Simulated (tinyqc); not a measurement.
# On-chip interconnect, size-dependent resistivity and RC delay: what changes with what

A rectangular line between two neighbours and two ground planes. Surface and grain-boundary scattering are added to the bulk resistivity as corrections; capacitances are parallel-plate values without fringing; inductance is ignored.

Values chosen for this exercise; metal values close to those of copper:
- rho0 = 1.7 uohm cm (bulk resistivity)
- lam = 39.6 nm (bulk mean free path)
- ps = 0.6 (specular share of surface scattering)
- Rg = 0.5 (reflection coefficient of grain boundaries)
- gr = 2 (grain size over the metal width)
- wd = 30 nm (drawn line width)
- AR = 2.3 (aspect ratio, height over width)
- tl = 2.8 nm (liner on both walls and the bottom, not conducting)
- sp = 45 nm (space to the neighbouring lines)
- hd = 42 nm (dielectric height to the planes above and below)
- ek = 2.2 (relative permittivity of the dielectric)
- Mf = 1 (Miller factor of the neighbours)
- Lw = 180 um (line length)
- Rd = 410 ohm (driver resistance)
- Cl = 0.11 fF (load capacitance)
- rho2 = 7.58 uohm cm (bulk resistivity of the second metal (close to ruthenium))
- lam2 = 6.63 nm (mean free path of the second metal)
- tl2 = 0.1 nm (liner of the second metal)

Constants: eps0 = 8.8541878128e-12 F/m. Results are converted to the units shown.

Each table varies one quantity; the others keep the values above.

## Delay against the space to the neighbouring lines

Metal width x = wd - 2 tl, height y = AR wd - tl; grain boundaries (Mayadas-Shatzkes): al = (lam/(gr x)) Rg/(1 - Rg), g = 1/[1 - 3 al/2 + 3 al^2 - 3 al^3 ln(1 + 1/al)] - 1; surfaces (Fuchs-Sondheimer, thick limit): s = (3/8) lam (1 - ps)(1/x + 1/y); rho = rho0 (1 + g + s); r = rho/(x y); c = eps0 ek (2 wd/hd + 2 Mf AR wd/sp). Elmore delay tE = Rd (c Lw + Cl) + r Lw (c Lw/2 + Cl); t50 is the time at which the far end of a ladder of 30 pi sections (half capacitances at both ends, Cl at the far end, a step applied through Rd) reaches half the step; line share r Lw/(Rd + r Lw); estimate 0.69 Rd (c Lw + Cl) + 0.38 r c Lw^2 + 0.69 r Lw Cl.

The same in every row: rho (uohm cm) = 4.176; r (ohm/um) = 25.85; line share of the resistance (%) = 91.90.

Result of one run:

| sp (nm) | c (fF/um) | tE (ps) | t50 (ps) | estimate (ps) |
|---|---|---|---|---|
| 21 | 0.1558 | 77.33 | 58.46 | 57.92 |

What becomes of these results when the space to the neighbouring lines sp is changed from 21 to 40 nm, all else the same?

Result of the changed run:

| sp (nm) | c (fF/um) | tE (ps) | t50 (ps) | estimate (ps) |
|---|---|---|---|---|
| 40 | 0.09503 | 47.37 | 35.81 | 35.47 |

The whole series:

| sp (nm) | c (fF/um) | tE (ps) | t50 (ps) | estimate (ps) |
|---|---|---|---|---|
| 15 | 0.2070 | 102.6 | 77.53 | 76.83 |
| 21 | 0.1558 | 77.33 | 58.46 | 57.92 |
| 29 | 0.1205 | 59.93 | 45.31 | 44.89 |
| 40 | 0.09503 | 47.37 | 35.81 | 35.47 |
| 56 | 0.07583 | 37.91 | 28.66 | 28.38 |
| 78 | 0.06229 | 31.24 | 23.62 | 23.38 |
| 110 | 0.05227 | 26.30 | 19.89 | 19.68 |
| 150 | 0.04575 | 23.09 | 17.46 | 17.28 |

As sp goes from 15 to 150, r stays at 25.9 ohm/um, c falls from 0.207 to 0.0457 fF/um and t50 falls from 77.5 to 17.5 ps. t50/tE stays at 0.756, and the estimate is within 1.0 % of t50.

## Two metals against line width

Metal width x = wd - 2 tl, height y = AR wd - tl; grain boundaries (Mayadas-Shatzkes): al = (lam/(gr x)) Rg/(1 - Rg), g = 1/[1 - 3 al/2 + 3 al^2 - 3 al^3 ln(1 + 1/al)] - 1; surfaces (Fuchs-Sondheimer, thick limit): s = (3/8) lam (1 - ps)(1/x + 1/y); rho = rho0 (1 + g + s); r = rho/(x y). The second metal has rho2, lam2 and tl2 in place of rho0, lam and tl; ps, Rg, gr and AR are shared.

Results:

| wd (nm) | rho, first (uohm cm) | rho, second (uohm cm) | r, first (ohm/um) | r, second (ohm/um) | ratio second/first |
|---|---|---|---|---|---|
| 8 | 25.36 | 13.49 | 6774 | 945.2 | 0.1395 |
| 13 | 9.597 | 11.22 | 478.6 | 294.2 | 0.6147 |
| 17 | 6.888 | 10.37 | 166.5 | 158.3 | 0.9507 |
| 22 | 5.344 | 9.740 | 68.16 | 88.47 | 1.298 |
| 30 | 4.176 | 9.169 | 25.85 | 44.65 | 1.727 |
| 45 | 3.254 | 8.643 | 8.200 | 18.66 | 2.275 |
| 70 | 2.662 | 8.266 | 2.613 | 7.360 | 2.816 |
| 120 | 2.249 | 7.981 | 0.7196 | 2.415 | 3.356 |

Estimate the missing row, wd = 10 nm.

Computed row:

| wd (nm) | rho, first (uohm cm) | rho, second (uohm cm) | r, first (ohm/um) | r, second (ohm/um) | ratio second/first |
|---|---|---|---|---|---|
| 10 | 14.80 | 12.31 | 1665 | 548.5 | 0.3295 |

With this row back in the table: The resistivity of the first metal falls from 25.4 to 2.25 uohm cm and that of the second goes from 13.5 to 7.98 uohm cm as the line widens. The products rho0 lam, which set the size effect, are 67.3 and 50.3 uohm cm nm. The two resistances cross at wd = 17.6 nm: below it the second metal gives the lower line resistance. For widths well under the mean free path the thick-limit surface term is only a guide.

Range of the model: The metal width is under the mean free path, where the thick-limit surface term and the simple sum of corrections lose accuracy.

Program tinyqc, `OMP_NUM_THREADS=1 python tinyqc.py 2100083 2100084 out.jsonl`; Intel Xeon 2.30GHz, shared host, one thread, about 0.01 s.
